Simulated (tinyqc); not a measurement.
What an interlayer buys: scattering of inversion-layer electrons by surface optical phonons of the gate insulator (remote phonon scattering). Computed by tinyqc, a small Python program. Command: `OMP_NUM_THREADS=1 python tinyqc.py 3111036 3111037 out.jsonl sophonon walk`. One thread of a shared host (Intel(R) Xeon(R) Processor @ 2.30GHz), about 0.02 s of CPU time with the checks.

One subband with the Fang-Howard envelope; insulator and channel are half-spaces, the gate is far away, and an interlayer only moves the polar surface away by t (its own modes and its permittivity contrast are left out).

Inputs (values chosen for the exercise, modelled on SiO2 on In0.53Ga0.47As): static constant of the insulator eps_0s = 3.96; intermediate constant eps_i = 3.1; optical constant eps_inf = 2.49; hbar omega_TO1 = 56.4 meV; hbar omega_TO2 = 140 meV; constant of the channel eps_s = 13.9; in-plane mass m = 0.0413 m_0; valleys g_v = 1; sheet density n = 6.7e+11 1/cm^2; mean distance of the electrons z0 = 3/b = 3.4 nm; interlayer thickness t = 0 nm; temperature T = 300 K; mobility from other processes = 1620 cm^2/(V s).

Screening by the channel electrons: static.

Constants: k_B = 8.617333262e-05 eV/K; hbar^2/(2 m_0) = 3.80998212 eV angstrom^2; e^2/(4 pi eps_0) = 14.39964548 eV angstrom; hbar = 6.582119569e-16 eV s; e = 1.602176634e-19 C; m_0 = 9.1093837015e-31 kg.

Method:
- eps(w) = eps_inf + (eps_0s - eps_i) w1^2/(w1^2 - w^2) + (eps_i - eps_inf) w2^2/(w2^2 - w^2). Surface modes solve eps(w) + eps_s = 0, a quadratic in w^2; the strength of a mode is g = 2/(w d eps/dw).
- Occupation N = 1/(exp(hbar w/(k_B T)) - 1).
- Density of states D = g_v m/(pi hbar^2); eta = E_F/(k_B T) = ln(exp(n/(D k_B T)) - 1); screening wave number q_s = e^2 D/(2 eps_0 eps_avg) x 1/(1 + exp(-eta)), eps_avg = (eps_s + eps_inf)/2; b = 3/z0.
- For a mode of strength g, without the occupation factor, Area x |M(q)|^2 = e^2 hbar w g/(2 eps_0 q) x (b/(b + q))^6 exp(-2 q t) / (1 + (q_s/q) H(q))^2, H = (1 + 9 x/8 + 3 x^2/8)/(1 + x)^3, x = q/b.
- Approximate momentum relaxation rate, taking tau v alike in the initial and final states: 1/tau = (m/(2 pi hbar^3)) sum over modes and over absorption (N, E' = E + hbar w) and emission (N + 1, E' = E - hbar w > 0) of [(1 - f(E'))/(1 - f(E))] int_0^(2 pi) Area |M(q)|^2 (1 - cos theta) d theta, q^2 = k^2 + k'^2 - 2 k k' cos theta, f the Fermi function; 48 midpoints in theta from 0 to pi.
- mu = (e/m) int tau E f (1 - f) dE/(k_B T int f dE), by 300 midpoints from 0 to (max(eta, 0) + 14) k_B T; Matthiessen sum with the other processes.

hbar omega_SO (meV): 1 57.799, 2 142.607

strengths g: 1 0.00279099, 2 0.00223078

occupations N: 1 0.119709, 2 0.004037

b = 0.882353 1/nm

q_s = 0.148066 1/nm

eta = 1.25037

Against the interlayer thickness:
```
t (nm)  remote-phonon mobility (cm^2/(V s))  total (cm^2/(V s))
0.0                              5.9622e+05              1615.6
0.3                              7.5787e+05              1616.5
0.6                              9.5857e+05              1617.3
1.0                              1.3006e+06              1618.0
1.5                              1.8792e+06              1618.6
2.0                              2.6736e+06              1619.0
3.0                              5.1689e+06              1619.5
```

1 nm of interlayer raises the remote-phonon mobility by a factor 2.18, as exp(2 q t) with an effective q of 0.39 per nm; between 2 and 3 nm the effective q is 0.33. The total stays at 1620 over the first nanometre.

Extremes, crossings and ranges named in words are read from the listed rows.
